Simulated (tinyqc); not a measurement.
Thermal, flicker and telegraph noise of a field-effect transistor: one step, computed by the program tinyqc. Command: `OMP_NUM_THREADS=1 python tinyqc.py 3007561 3007562 out.jsonl noise walk`. One thread of a shared host (Intel(R) Xeon(R) Processor @ 2.30GHz), about 0.01 s of CPU time with the checks.

Strong inversion, threshold roll-off and channel-length modulation left out; noise sources are uncorrelated and are given as one-sided spectral densities. The drain voltage is 50 mV.

Problem. How many traps? Active traps per decade of time constant: N_dec = N_t k_B T W L lambda ln(10); a single trap at the interface shifts the threshold by e/(W L C_ox) and the current by g_m times that; tunnelling depth for frequency f, z = lambda ln(1/(2 pi f tau_0)), tau_0 = 1e-10 s.

Inputs (values chosen for the exercise, modelled on a high-k silicon transistor): width W = 12 micrometre; length L = 480 nm; oxide trap density N_t = 1.9e+17 1/(eV cm^3); frequency f = 70000 Hz; temperature T = 200 K.

Operating region: linear. Flicker model: number fluctuation.

tunnelling length lambda = 1.028751 angstrom

C_ox = 1.644349 microfarad/cm^2

g_m = 801.6202 microsiemens

drain current I = 392.7939 microampere

Constants: k_B = 8.617333262e-05 eV/K; e = 1.602176634e-19 C.

Give: traps per decade; threshold step of one trap; current step of one trap; depth probed at f.

Solution.

traps per decade = 4.468

threshold step of one trap = 0.001692 mV

current step of one trap = 3.452e-04 %

depth probed at f = 1.032 nm

With several traps per decade their Lorentzians merge into 1/f.
